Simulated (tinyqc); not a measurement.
# Potential step from the flux

Problem. On one interval J = (q mu Vt/hx) [nb B(d) - na B(-d)], B(d) = d/(exp(d) - 1), d = (psi_b - psi_a)/Vt. Find psi_b - psi_a, and the step at which J would vanish.

Parameters, values chosen for the exercise: temperature T = 350 K; electron mobility mu = 8040 cm^2/(V s); density at the left node na = 9e14 cm^-3; density at the right node nb = 1.9e15 cm^-3; node spacing hx = 9.7 nm.

Constants: q = 1.602176634e-19 C, kB = 1.380649e-23 J/K, Vt = kB T/q. Results are converted to the units shown.

J = 3.4269276e5 A/cm^2

Answer. B(d) falls and B(-d) rises with d, so J falls steadily with the step and one value matches. J = 0 needs nb/na = exp(d), the Boltzmann ratio.

psi_b - psi_a = -0.1350 V
step for J = 0 = 0.02254 V

Program tinyqc, `OMP_NUM_THREADS=1 python tinyqc.py 2220062 2220063 out.jsonl`; Intel Xeon 2.30GHz, shared host, one thread, about 0.01 s.
